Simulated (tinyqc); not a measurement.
Heavy doping: gap narrowing, degeneracy and the minority density, step by step. Values are carried at full precision from step to step, so a last printed digit may differ when a step is redone from the rounded ones.

Empirical narrowing (Slotboom form, constants chosen for the exercise; published fits of this form give the apparent narrowing, here it is taken as the true one): dEg = E0 [ln(N/N0) + sqrt(ln(N/N0)^2 + C)].

Constants: kB = 8.617333262e-05 eV/K; e^2/(4 pi eps0) = 14.39964547 eV angstrom.

Parameters, chosen for this exercise (gap and densities of states near those of Si at this temperature; narrowing constants near the fits for Si; not measured data):
- N = 1e+18 1/cm^3 (ionised acceptors, equal to the majority density)
- E0 = 7.14 meV (narrowing scale)
- N0 = 1.3e+17 1/cm^3 (onset density)
- C = 0.5 (smoothing constant)
- Nv = 1.42e+19 1/cm^3 (valence-band density of states)
- Eg = 1.118 eV (gap)
- Nc = 3.42e+19 1/cm^3 (conduction-band density of states)
- T = 350 K
- eps = 11.7 (dielectric constant)
- Mv = 1 (majority valleys)

## Gap narrowing

Evaluate at N.

ln(N/N0) = 2.0402
dEg (empirical fit) = 29.98 meV

Well above N0 each decade of doping adds 2 E0 ln 10 = 32.9 meV.

## Degeneracy of the majority band

F_j(eta) = (1/Gamma(j + 1)) integral_0^infinity x^j dx/(1 + exp(x - eta)), which tends to exp(eta) for eta << 0.

Majority: N = Nv F_1/2(eta), eta the distance of EF beyond the majority band edge in kT. Degeneracy factor gam = F_1/2(eta)/exp(eta). ni0^2 = Nc Nv exp(-Eg/kT); product n p = ni0^2 gam exp(dEg/kT), dEg the true narrowing; apparent narrowing dEa = dEg + kT ln gam; minority density = n p/N.

Solve for eta and form gam.

N/Nv = 0.07042
eta = -2.6284
gam = 0.9754

## Product and minority density

Combine both effects.

ni0 = 1.97e+11 1/cm^3
exp(dEg/kT) = 2.70
dEa = 29.2 meV
sqrt(n p) = 3.19e+11 1/cm^3
minority density = 1.02e+05 1/cm^3

Narrowing multiplies the product by 2.7 and degeneracy by 0.975; together they change the minority density by a factor 2.64 against ni0^2/N.

## Two estimates of the size

Two physical estimates, e2 = e^2/(4 pi eps0), N in 1/angstrom^3: exchange shift at the Fermi level, Ex = (e2/eps) kF/pi with kF = (3 pi^2 N/Mv)^(1/3); screened-pair energy (Lanyon-Tuft), Es = (3/4)(e2/eps) qs with qs^2 = (4 pi e2 N/(eps kT)) F_-1/2(eta)/F_1/2(eta).

Evaluate both at N.

kF = 0.03094 1/angstrom
Ex = 12.12 meV
Es = 20.65 meV

Against the fitted dEg = 30.0 meV, Ex is 0.40 and Es 0.69 times as large; each keeps one mechanism only, and Ex assumes a strongly degenerate gas, while here eta is only -2.63.

## Checks

- Minority density against the Boltzmann occupation of the other band at the narrowed gap (1/cm^3): both 1.020e+05.

tinyqc: `OMP_NUM_THREADS=1 python tinyqc.py 1651707 1651708 out.jsonl`; about 0.01 s, one thread, shared Intel(R) Xeon(R) Processor @ 2.30GHz.
